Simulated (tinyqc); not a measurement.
# Capacitance measurement on a leaky thin oxide: effects of series resistance and leakage: two studies

The device is a capacitance C in parallel with a leakage conductance G, in series with Rs and Ls. An impedance meter reports either a parallel pair (Cp, Gp) from Y = 1/Z = Gp + i w Cp or a series pair (Cs, Rm) from Z = Rm + 1/(i w Cs); w = 2 pi f, dissipation D = Gp/(w |Cp|).

Parameters, values chosen for the exercise; values of the order met in thin-oxide MOS capacitors: relative permittivity of the gate insulator (close to silicon dioxide) eox = 3.9; insulator thickness tox = 2.9 nm; gate area A = 2500 um^2; oxide-equivalent thickness added by the accumulation layer zc = 0.42 nm; oxide-equivalent thickness added by gate depletion zp = 0 nm; gate leakage current density, not matched to the thickness Jg = 0.00033 A/cm^2; voltage for an e-fold rise of the leakage Vs = 0.31 V; series resistance Rs = 92 ohm; series inductance Ls = 0 nH; measuring frequency f = 1e6 Hz.

Constants: eps0 = 8.8541878128e-14 F/cm where lengths are in cm. Results are converted to the units shown.

Each table varies one quantity; the others keep the values above.

## Readings against frequency

EOT = 3.9 tox/eox; CET = EOT + zc + zp; C = 3.9 eps0 A/CET; G = Jg A/Vs. Z = Rs + i w Ls + 1/(G + i w C); CET read from Cp = 3.9 eps0 A/Cp; errors under 0.001 % are printed as 0.

The same in every row: C (pF) = 26.003.

Readings against frequency:

| f (Hz) | Cp (pF) | Cs (pF) | D | error of Cp (%) | error of Cs (%) | CET read from Cp (nm) |
|---|---|---|---|---|---|---|
| 1000 | 26.002 | 26.692 | 0.16291 | 0 | 2.65 | 3.3200 |
| 3000 | 26.002 | 26.079 | 0.054342 | 0 | 0.295 | 3.3200 |
| 10000 | 26.002 | 26.009 | 0.016439 | 0 | 0.0265 | 3.3200 |
| 30000 | 26.002 | 26.003 | 0.0058806 | 0 | 2.95e-3 | 3.3200 |
| 1e5 | 26.002 | 26.003 | 0.0031320 | 0 | 0 | 3.3200 |
| 3e5 | 26.002 | 26.003 | 0.0050522 | -2.52e-3 | 0 | 3.3201 |
| 1e6 | 25.997 | 26.003 | 0.015194 | -0.0231 | 0 | 3.3208 |
| 3e6 | 25.950 | 26.003 | 0.045147 | -0.203 | 0 | 3.3268 |
| 1e7 | 25.428 | 26.003 | 0.15032 | -2.21 | 0 | 3.3950 |
| 3e7 | 21.609 | 26.003 | 0.45093 | -16.9 | 0 | 3.9951 |

What does the comparison show?

D goes from 0.163 through a minimum of 0.00313 (at f = 1e5 Hz among the rows listed) to 0.451; without inductance its minimum lies at f = sqrt(G (1 + G Rs)/Rs)/(2 pi C) = 1.04e5 Hz. The error of Cp goes from 0 to -16.9 % and that of Cs from 2.65 to 0 %; at low frequency Cp tends to C/(1 + G Rs)^2 and Cs grows as 1 + (G/(w C))^2. One of the two readings is within 2 % of C for f = 1000, 3000, 10000, 30000, 1e5, 3e5, 1e6, 3e6, 1e7, 3e7 Hz.

## Effect of the gate area

Same model as above.

Rs is held fixed.

Effect of the gate area:

| A (um^2) | C (pF) | Cp (pF) | Cs (pF) | D | error of Cp (%) | error of Cs (%) | CET read from Cp (nm) |
|---|---|---|---|---|---|---|---|
| 20 | 0.2080 | 0.2080 | 0.2080 | 2.831e-4 | 0 | 0 | 3.320 |
| 70 | 0.7281 | 0.7281 | 0.7281 | 5.838e-4 | 0 | 0 | 3.320 |
| 200 | 2.080 | 2.080 | 2.080 | 0.001365 | 0 | 0 | 3.320 |
| 600 | 6.241 | 6.241 | 6.241 | 0.003770 | -1.42e-3 | 0 | 3.320 |
| 2000 | 20.80 | 20.80 | 20.80 | 0.01219 | -0.0148 | 0 | 3.320 |
| 5000 | 52.01 | 51.96 | 52.01 | 0.03022 | -0.0913 | 0 | 3.323 |
| 10000 | 104.0 | 103.6 | 104.0 | 0.06029 | -0.362 | 0 | 3.332 |
| 40000 | 416.0 | 393.3 | 416.0 | 0.2407 | -5.47 | 0 | 3.512 |

What does the comparison show?

As A goes from 20 to 40000, the error of Cp goes from 0 to -5.47 %, that of Cs from 0 to 0 %, and D rises from 2.83e-4 to 0.241. The CET read from Cp goes from 3.32 to 3.51 nm against the true 3.32 nm. G/(w C) does not depend on the area, while G Rs and w C Rs grow with it.

Computed by the program tinyqc: `OMP_NUM_THREADS=1 python tinyqc.py 2022112 2022113 out.jsonl`, one thread of a shared Intel Xeon 2.30GHz, about 0.01 s for the whole run.
